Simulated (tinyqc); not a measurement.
Potential-pH (Pourbaix) lines of a metal, its cation, its oxide and an oxyanion, with a complexing ligand: one step, computed by the program tinyqc. Command: `OMP_NUM_THREADS=1 python tinyqc.py 3028098 3028099 out.jsonl pourb walk`. One thread of a shared host (Intel(R) Xeon(R) Processor @ 2.30GHz), about 0.01 s of CPU time with the checks.

Potentials are against the standard hydrogen electrode; solids and water have unit activity; dG_f of M, H+ and the electron is zero; F = e N_A and s = R T ln(10)/F. The cation carries z = 2.

Problem. A complexing ligand. M2+ + 2e = M; MO + 2H+ + 2e = M + H2O; MO2(2-) + 4H+ + 2e = M + 2H2O. For each, E0 = -dG/(z F), and E = E0 + (s/z) log10 a - (s n_H/z) pH, with no activity term for the oxide. The free ligand is c_L/(1 + 10^(pKa - pH)) (ligand in excess); dissolved metal is a in all, so the free cation is a/alpha, alpha = 1 + beta [L]; the cation line drops by (s/z) log10 alpha.

Inputs (values chosen for the exercise, modelled on zinc): temperature T = 298.15 K; log10 of the dissolved activity a = -6; pH = 8.6; log10 of the stability constant beta of ML = 4.6; pKa of HL = 9.5; total ligand c_L = 0.015 mol/L.

Species: M, M2+, MO, MO2(2-).

E0 (V): cation -0.7472638, oxide -0.4386159, oxyanion 0.4152445

s = 0.05915935 V

Give: free ligand; log10 alpha; cation line with ligand; that line less the oxide line.

Solution.

free ligand = 0.001677 mol/L

log10 alpha = 1.831

cation line with ligand = -0.9789 V

that line less the oxide line = -0.03152 V
